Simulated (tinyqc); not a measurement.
What moves the Penn gap and the ionicity: Penn model of the dielectric constant and Phillips ionicity.

n = 32/a^3; Ep^2 = 8 pi c e2 n with c = hbar^2/2m0, e2 = e^2/(4 pi eps0); EF = c (3 pi^2 n)^(2/3); eps = 1 + (Ep/Eg)^2 S with S = 1 - Eg/(4 EF) + (Eg/(4 EF))^2/3, Eg the Penn gap. Core d shells are left out.

Phillips: bond length d = sqrt(3) a/4; homopolar gap Eh = 39.74 d^(-2.48) eV (d in angstrom); Eg^2 = Eh^2 + C^2; ionicity fi = C^2/Eg^2.

Constants: hbar^2/2m0 = 3.80998211 eV angstrom^2; e^2/(4 pi eps0) = 14.39964547 eV angstrom.

Parameters, chosen for this exercise (out of a larger set: near those of Ge; not measured data): a = 5.65 angstrom (cubic lattice constant, 32 valence electrons a cell); ei = 15.98 (high-frequency dielectric constant).

Eg from ei; fi = 1 - (Eh/Eg)^2, printed even where negative. Each row changes one parameter from the base and keeps the others.

Results:
```
case                Ep (eV)  Eg (eV)  Eh (eV)      fi
base                 15.641    3.872    4.321  -0.245
a = 5.763 angstrom   15.183    3.758    4.114  -0.199
ei = 14.38           15.641    4.088    4.321  -0.118
```

The largest shifts from the base row, up to three for each result and ties (the steps differ in size, so this ranks the rows, not the parameters). Ep (eV): a -0.458; unchanged at the printed digits by ei. Eg (eV): ei +0.215, a -0.115. Eh (eV): a -0.207; unchanged at the printed digits by ei. fi: ei +0.128, a +0.046. For an elemental crystal fi should vanish; the values measure the misfit of the rule for Eh and the missing d-shell factor.

(tinyqc, `OMP_NUM_THREADS=1 python tinyqc.py 1650749 1650750 out.jsonl`, Intel(R) Xeon(R) Processor @ 2.30GHz, 1 thread, shared host, about 0.01 s.)
